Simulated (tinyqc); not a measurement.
Minimum-mode following (dimer method) and harmonic rate on a two-dimensional model surface: one step, computed by the program tinyqc.

V(x, y) = h u^2 + t x + (kappa/2)(y + c u)^2 with u = x^2/w^2 - 1; the path runs from the minimum near (-w, 0) to that near (w, 0).

Task: Curvatures and frequencies. Diagonalise the Hessian at the start minimum and at the saddle; nu = 15.6333042 THz x sqrt(|lambda|/M).

Inputs (values chosen for the exercise, for a model surface): height h = 0.2 eV; half width w = 1.4 angstrom; transverse stiffness kappa = 1.6 eV/angstrom^2; curvature c = 0.44 angstrom; tilt t = 0.027 eV/angstrom; mass M = 155 u.

Surface: curved double well.

positions (angstrom), rows start, end, saddle, columns x, y:
$$\begin{pmatrix}
-1.431971 & -0.020326 \\
1.365673 & 0.021313 \\
0.066299 & 0.439013
\end{pmatrix}$$

Constants: nu for 1 eV/(angstrom^2 u) = 15.6333042 THz.

Give: Hessian at the minimum; Hessian at the saddle; eigenvalues at the minimum; eigenvalues at the saddle; frequencies at the minimum; frequencies at the saddle (the first is imaginary).

Result:

Hessian at the minimum (eV/angstrom^2):
$$\begin{pmatrix}
1.5343 & -1.0287 \\
-1.0287 & 1.6000
\end{pmatrix}$$

Hessian at the saddle (eV/angstrom^2):
$$\begin{pmatrix}
-0.4040 & 0.0476 \\
0.0476 & 1.6000
\end{pmatrix}$$

eigenvalues at the minimum (eV/angstrom^2): [0.5379, 2.5963]

eigenvalues at the saddle (eV/angstrom^2): [-0.4051, 1.6011]

frequencies at the minimum (THz): [0.9210, 2.0233]

frequencies at the saddle (the first is imaginary) (THz): [0.7992, 1.5889]
